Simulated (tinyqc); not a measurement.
CISD on RHF in the 3-21g basis, for H2, spin multiplicity 1, step by step. Computed by tinyqc, a small Python program that keeps every step (integrals from PySCF). Settings: charge = 0, multiplicity = 1, basis = 3-21g, method = RHF, energy threshold = 1e-10, iteration cap = 90, orthogonalisation = canonical, start = atomic densities, DIIS depth = 6, ci = CISD. Command: `OMP_NUM_THREADS=1 python tinyqc.py 29503 29504 out.jsonl` (the two numbers bound the seeds that draw the settings). One thread of a shared host (Intel(R) Xeon(R) Processor @ 2.60GHz), about 0.1 s of CPU time with the checks. The early iterations of the SCF are left out here.

## One-electron integrals

Geometry (angstrom):
```
atom,x,y,z
H,0.0000,0.0000,0.0000
H,0.0000,0.0000,0.9120
```

Basis 3-21g: exponents (1/bohr^2) and contraction coefficients of normalised primitives:
```
element,l (shell),exponent,coefficient
H,s (1),5.4472,0.1563
H,s (1),0.8245,0.9047
H,s (2),0.1832,1.0000
```

Overlap, kinetic and nuclear-attraction integrals over the contracted functions; the nuclear repulsion is the sum of Za Zb / Rab.

nuclear repulsion = 0.580238 hartree

overlap S, lower triangle:
```
,1H 1s,1H 2s,2H 1s,2H 2s
1H 1s,1.0000
1H 2s,0.6459,1.0000
2H 1s,0.2593,0.4122,1.0000
2H 2s,0.4122,0.7618,0.6459,1.0000
```

kinetic energy T (hartree), lower triangle:
```
,1H 1s,1H 2s,2H 1s,2H 2s
1H 1s,1.5494
1H 2s,0.2932,0.2748
2H 1s,0.0375,0.1309,1.5494
2H 2s,0.1309,0.1714,0.2932,0.2748
```

nuclear attraction V (hartree), lower triangle:
```
,1H 1s,1H 2s,2H 1s,2H 2s
1H 1s,-2.3003
1H 2s,-1.1523,-1.1819
2H 1s,-0.5529,-0.7600,-2.3003
2H 2s,-0.7600,-0.9535,-1.1523,-1.1819
```

core Hamiltonian H = T + V (hartree), lower triangle:
```
,1H 1s,1H 2s,2H 1s,2H 2s
1H 1s,-0.7509
1H 2s,-0.8592,-0.9071
2H 1s,-0.5154,-0.6291,-0.7509
2H 2s,-0.6291,-0.7821,-0.8592,-0.9071
```

## Two-electron integrals

Functions are numbered as in S; the eight-fold symmetry (ij|kl) = (ji|kl) = (kl|ij) leaves the list below.

Two-electron integrals (ij|kl) in chemists' order, unique and non-zero (hartree):
```
i,j,k,l,(ij|kl)
1,1,1,1,1.1401
2,1,1,1,0.6114
2,1,2,1,0.3452
2,2,1,1,0.6264
2,2,2,1,0.3803
2,2,2,2,0.4830
3,1,1,1,0.2288
3,1,2,1,0.1318
3,1,2,2,0.1494
3,1,3,1,0.0696
3,2,1,1,0.2608
3,2,2,1,0.1598
3,2,2,2,0.2043
3,2,3,1,0.0910
3,2,3,2,0.1399
3,3,1,1,0.5689
3,3,2,1,0.3575
3,3,2,2,0.4779
3,3,3,1,0.2288
3,3,3,2,0.3815
3,3,3,3,1.1401
4,1,1,1,0.3815
4,1,2,1,0.2165
4,1,2,2,0.2406
4,1,3,1,0.0910
4,1,3,2,0.1132
4,1,3,3,0.2608
4,1,4,1,0.1399
4,2,1,1,0.4431
4,2,2,1,0.2713
4,2,2,2,0.3519
4,2,3,1,0.1223
4,2,3,2,0.1795
4,2,3,3,0.4431
4,2,4,1,0.1795
4,2,4,2,0.2803
4,3,1,1,0.3575
4,3,2,1,0.2233
4,3,2,2,0.2984
4,3,3,1,0.1318
4,3,3,2,0.2165
4,3,3,3,0.6114
4,3,4,1,0.1598
4,3,4,2,0.2713
4,3,4,3,0.3452
4,4,1,1,0.4779
4,4,2,1,0.2984
4,4,2,2,0.4080
4,4,3,1,0.1494
4,4,3,2,0.2406
4,4,3,3,0.6264
4,4,4,1,0.2043
4,4,4,2,0.3519
4,4,4,3,0.3803
4,4,4,4,0.4830
```

## Orthogonalisation

S = U s U^T; canonical form X = U s^(-1/2), so that X^T S X = 1. Each column of U has its largest component positive (the first on a tie).

eigenvalues of S: 0.1463  0.4230  0.8326  2.5980

X:
```
,1,2,3,4
1H 1s,-0.6765,0.8529,0.7212,0.2720
1H 2s,1.7205,-0.6741,0.2836,0.3442
2H 1s,0.6765,0.8529,-0.7212,0.2720
2H 2s,-1.7205,-0.6741,-0.2836,0.3442
```

## Iteration 5 (converged): orbitals

converged F (hartree), lower triangle:
```
,1H 1s,1H 2s,2H 1s,2H 2s
1H 1s,0.1825
1H 2s,-0.4469,-0.3318
2H 1s,-0.4464,-0.4467,0.1825
2H 2s,-0.4467,-0.3880,-0.4469,-0.3318
```

Diagonalise F' = X^T F X, C = X C', fill 1 alpha and 1 beta electrons from the bottom; D = 2 C_occ C_occ^T. Each column has its largest component positive (the first on a tie).

F' = X^T F X (hartree), lower triangle:
```
,1,2,3,4
1,0.9092
2,0.0000,1.0171
3,-0.5593,0.0000,0.6631
4,0.0000,0.0146,0.0000,-0.5442
```

orbital energies (hartree): MO1 -0.5444, MO2 0.2135, MO3 1.0172, MO4 1.3588

coefficients C:
```
,MO1,MO2,MO3,MO4
1H 1s,0.2640,0.1382,0.8554,-0.9791
1H 2s,0.3505,1.2990,-0.6709,1.1633
2H 1s,0.2640,-0.1382,0.8554,0.9791
2H 2s,0.3505,-1.2990,-0.6709,-1.1633
```

D after iteration 5, lower triangle:
```
,1H 1s,1H 2s,2H 1s,2H 2s
1H 1s,0.1394
1H 2s,0.1851,0.2456
2H 1s,0.1394,0.1851,0.1394
2H 2s,0.1851,0.2456,0.1851,0.2456
```

## Convergence

Stop when the energy changes by less than 1e-10 hartree and every element of the error matrix X^T (F D S - S D F) X is below 3e-06.

Course of the cycle:
```
iteration,E (hartree),change,largest element of the error matrix
1,-0.770621,-,1.58e-01
2,-1.106170,-3.36e-01,3.08e-02
3,-1.106518,-3.48e-04,4.77e-03
4,-1.106527,-8.58e-06,7.73e-07
5,-1.106527,-1.87e-13,3.18e-07
```

PySCF RHF in the same basis = -1.106527 hartree

Converged in 5 iterations.

## Integrals over molecular orbitals

(pq|rs) = sum C_ip C_jq C_kr C_ls (ij|kl), one index at a time.

one-electron integrals over orbitals h = C^T H C (hartree), lower triangle:
```
,1,2,3,4
1,-1.1424
2,0.0000,-0.5961
3,-0.1428,0.0000,0.0426
4,0.0000,0.1971,0.0000,0.2580
```

Two-electron integrals over orbitals (pq|rs), unique and non-zero (hartree):
```
p,q,r,s,(pq|rs)
1,1,1,1,0.5980
2,1,2,1,0.1066
2,2,1,1,0.4581
2,2,2,2,0.4184
3,1,1,1,0.1428
3,1,2,2,0.0669
3,1,3,1,0.1015
3,2,2,1,0.0031
3,2,3,2,0.0361
3,3,1,1,0.5381
3,3,2,2,0.4215
3,3,3,1,0.1279
3,3,3,3,0.5079
4,1,2,1,-0.0804
4,1,3,2,-0.0448
4,1,4,1,0.1143
4,2,1,1,-0.1388
4,2,2,2,-0.0694
4,2,3,1,-0.0818
4,2,3,3,-0.1205
4,2,4,2,0.0806
4,3,2,1,-0.1177
4,3,3,2,-0.0309
4,3,4,1,0.1279
4,3,4,3,0.1734
4,4,1,1,0.6075
4,4,2,2,0.4702
4,4,3,1,0.1825
4,4,3,3,0.5705
4,4,4,2,-0.1675
4,4,4,4,0.6804
```

## CISD: determinants and Hamiltonian

Hartree-Fock energy = -1.106527 hartree

Slater-Condon rules over spin orbitals, with the nuclear repulsion added and E(HF) subtracted on the diagonal.

Occupation strings over the orbitals (2 doubly, a alpha, b beta, 0 empty; spin orbitals ordered 1a 1b 2a 2b ...): 2000 ab00 a0b0 a00b ba00 b0a0 b00a 0200 0ab0 0a0b 0ba0 0020 00ab 0b0a 00ba 0002

H - E(HF) between determinants (hartree), lower triangle:
```
,2000,ab00,a0b0,a00b,ba00,b0a0,b00a,0200,0ab0,0a0b,0ba0,0020,00ab,0b0a,00ba,0002
2000,0.0000
ab00,0.0000,0.4063
a0b0,0.0000,0.0000,1.1251
a00b,0.0000,0.0583,0.0000,1.4099
ba00,0.0000,-0.1066,0.0000,0.0804,0.4063
b0a0,0.0000,0.0000,-0.1015,0.0000,0.0000,1.1251
b00a,0.0000,0.0804,0.0000,-0.1143,0.0583,0.0000,1.4099
0200,0.1066,0.0000,0.0031,0.0000,0.0000,-0.0031,0.0000,0.9129
0ab0,0.0000,0.0031,0.0000,-0.1177,0.0759,0.0000,0.0818,0.0000,1.5548
0a0b,-0.0804,0.0000,-0.1177,0.0000,0.0000,0.0448,0.0000,0.1276,0.0000,1.8189
0ba0,0.0000,0.0759,0.0000,0.0818,0.0031,0.0000,-0.1177,0.0000,-0.0361,0.0000,1.5548
0020,0.1015,0.0000,-0.0149,0.0000,0.0000,0.0149,0.0000,0.0361,0.0000,-0.0309,0.0000,2.2799
00ab,0.0000,-0.0818,0.0000,0.0397,0.0448,0.0000,-0.1279,0.0000,-0.0309,0.0000,-0.0766,0.0000,2.5579
0b0a,0.0804,0.0000,0.0448,0.0000,0.0000,-0.1177,0.0000,-0.1276,0.0000,-0.0806,0.0000,0.0309,0.0000,1.8189
00ba,0.0000,0.0448,0.0000,-0.1279,-0.0818,0.0000,0.0397,0.0000,-0.0766,0.0000,-0.0309,0.0000,-0.1734,0.0000,2.5579
0002,0.1143,0.0000,0.1279,0.0000,0.0000,-0.1279,0.0000,0.0806,0.0000,0.0296,0.0000,0.1734,0.0000,-0.0296,0.0000,2.8831
```

## CISD: roots

Diagonalise (each vector has its largest component positive (the first on a tie)); all determinants have Ms = 0, so triplets appear too. The lowest singlet root is the correlation energy.

lowest roots of this matrix, relative to E(HF) (hartree): -0.0291  0.2751  0.5005  0.8907  1.0162  1.1719  1.3012  1.3401

lowest vectors:
```
,root 1,root 2,root 3,root 4
2000,0.9887,0.0000,0.0000,0.1299
ab00,0.0000,0.6990,0.7042,0.0000
a0b0,0.0099,0.0000,0.0000,-0.0571
a00b,0.0000,-0.0962,0.0186,0.0000
ba00,0.0000,0.6990,-0.7042,0.0000
b0a0,-0.0099,0.0000,0.0000,0.0571
b00a,0.0000,-0.0962,-0.0186,0.0000
0200,-0.1210,0.0000,0.0000,0.9718
0ab0,0.0000,-0.0466,0.0489,0.0000
0a0b,0.0500,0.0000,0.0000,-0.1220
0ba0,0.0000,-0.0466,-0.0489,0.0000
0020,-0.0375,0.0000,0.0000,-0.0374
00ab,0.0000,0.0059,0.0376,0.0000
0b0a,-0.0500,0.0000,0.0000,0.1220
00ba,0.0000,0.0059,-0.0376,0.0000
0002,-0.0351,0.0000,0.0000,-0.0325
```

<S^2> of these roots: 0.0000  2.0000  0.0000  0.0000  2.0000  0.0000  2.0000  0.0000

weight of the ground state by excitation level 0, 1, 2, ...: 0.9775  0.0002  0.0223
